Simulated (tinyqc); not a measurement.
Inside a calculation. Model: six-transistor SRAM cell, nodal equations and margins.

Computed by the program tinyqc: `OMP_NUM_THREADS=1 python tinyqc.py 2340145 2340146 out.jsonl`, one thread of a shared Intel Xeon 2.30GHz, about 0.2 s for the whole run. Printed values are rounded.

Two cross-coupled inverters (pull-down bn, pull-up bp) hold the nodes Q and QB; access transistors (ba, threshold VTn, gate on the word line at Vdd when selected) join them to the bit lines. Transistor (EKV form, voltages against the body): I = 2 n b Vt^2 [F(vp - Vs) - F(vp - Vd)] from drain to source, F(v) = ln^2(1 + exp(v/(2 Vt))), vp = (Vg - VT + sg |Vd - Vs|)/n. n-channel bodies are at 0; for the p-channel device all voltages are counted down from Vdd. b in uA/V^2 gives I in uA. For an access transistor the bit line is the drain and the node the source. In a read both bit lines are at Vdd. The cell is symmetric (no mismatch).

Inputs (values chosen for the exercise):
```
symbol,value,unit,meaning
T,273,K,temperature
Vdd,0.9,V,supply voltage
n,1.27,,slope factor
sg,0.112,,drain-induced barrier lowering
VTn,0.36,V,n-channel threshold
VTp,0.33,V,p-channel threshold (magnitude)
bn,280,uA/V^2,gain factor of the pull-down transistor
ba,230,uA/V^2,gain factor of the access transistor
bp,87,uA/V^2,gain factor of the pull-up transistor
```

Constants: q = 1.602176634e-19 C, kB = 1.380649e-23 J/K, Vt = kB T/q. Results are converted to the units shown.

## Iteration 1: node voltages in a read by Newton steps

(Q, QB) at the start (V): Q 0.0000000, QB 0.9000000

F1 = In(gate QB, drain Q) - Ip(gate QB, drain Q) - Ia(bit line, Q), F2 the same with Q and QB exchanged; J by central differences with +/- 1e-6 V; solve J d = -F, limit each component to +/- 0.15 V and add.

F1, F2 (uA): -37.18275  0.00007

J (uS):
```
          Q      QB
F1  311.563   0.002
F2    0.002  49.587
```

(Q, QB) after iteration 1 (V): Q 0.1193428, QB 0.8999934

## Iteration 2: node voltages in a read by Newton steps

As before.

F1, F2 (uA): -4.554159  0.003065

J (uS):
```
          Q      QB
F1  235.205  33.497
F2    0.107  39.200
```

(Q, QB) after iteration 2 (V): Q 0.1387239, QB 0.8998623

## Course of the iteration: node voltages in a read by Newton steps

Stop when the largest change of (Q, QB) is below 1e-9 V, or after 30 iterations. The rule counts as met only at the stable state with Q low.

Course of the iteration:
```
iteration      Q (V)  largest |change| of one entry (V)
1          0.1193428                              0.119
2          0.1387239                             0.0194
3          0.1392732                            5.49e-4
4          0.1392736                            4.67e-7
5          0.1392736                           3.70e-13
```

Converged in 5 iterations. At the end the number of correct digits about doubles with each step.

## Read current and disturbance

(Q, QB) (V): Q 0.1392736, QB 0.8998329

Iread = Ia(bit line at Vdd, source Q); cell ratio bn/ba; time to pull a bit line of 20 fF down by 0.1 V at that current.

Iread = 18.20294 uA
cell ratio = 1.217391
time = 109.8723 ps

The read lifts the low node to 139 mV, against a balance point of 430 mV.

## The largest square in the read butterfly

c, point 0 to 6 (V): 0.14  0.23  0.33  0.4  0.47  0.51  0.56

f(x) is the node voltage of one half-cell in a read for input x (In - Ip - Ia = 0). Static noise margin: side of the largest square between the curve (x, f(x)) and its mirror image (f(y), y); with h(c) the root x of f(x) - x = c, it is the maximum over c > 0 of h(c) - h(-c) + c.

```
point   h(c) (V)  h(-c) (V)   side (V)
0      0.4050371  0.4878372  0.0571999
1      0.3957893  0.5344380  0.0913513
2      0.3850258  0.5897403  0.1252855
3      0.3741878  0.6305083  0.1436795
4      0.3552603  0.6746511  0.1506092
5      0.3392020  0.7019704  0.1472316
6      0.3127391  0.7382187  0.1345203
```

The maximum over c is 150.6 mV, the read margin; with the word line off (no Ia) the same construction gives 325.0 mV.
